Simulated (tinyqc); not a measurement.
# Dose and depth of a threshold implant

Question. A sheet of D acceptors per cm^2 lies at depth xi inside the depleted layer of a body doped Na. In the depletion approximation VT = Vfb + f2 + q D/Cox + gamma sqrt(f2 + Vsb - q D xi/(eps0 eps_r)), gamma = sqrt(2 eps0 eps_r q Na)/Cox, Cox = eps0 eox/tox. Find gamma, D and xi.

Inputs (values chosen for the exercise); band and dielectric values close to those of silicon:
- eps_r = 11.8 (relative permittivity)
- Na = 5.3e16 cm^-3 (acceptor density deep in the body)
- eox = 3.9 (relative permittivity of the gate insulator (close to silicon dioxide))
- tox = 11 nm (insulator thickness)
- Vfb = -0.45 V (flat-band voltage)
- f2 = 0.843 V (band bending 2 phiF at threshold)

Constants: q = 1.602176634e-19 C, eps0 = 8.8541878128e-14 F/cm where lengths are in cm. Results are converted to the units shown.

VT against the source at Vsb = 0 and 2.6 V (V): 1.0224679  1.4678702

Answer. With y^2 = f2 - q D xi/(eps0 eps_r) and d the difference of the thresholds over gamma, sqrt(y^2 + Vsb) - y = d gives y = (Vsb - d^2)/(2 d). The first threshold then gives D, and y^2 gives xi.

gamma = 0.424 V^0.5
D = 6.40e11 cm^-2
xi = 34.0 nm

Computed by the program tinyqc: `OMP_NUM_THREADS=1 python tinyqc.py 2080064 2080065 out.jsonl`, one thread of a shared Intel Xeon 2.30GHz, about 0.4 s for the whole run.
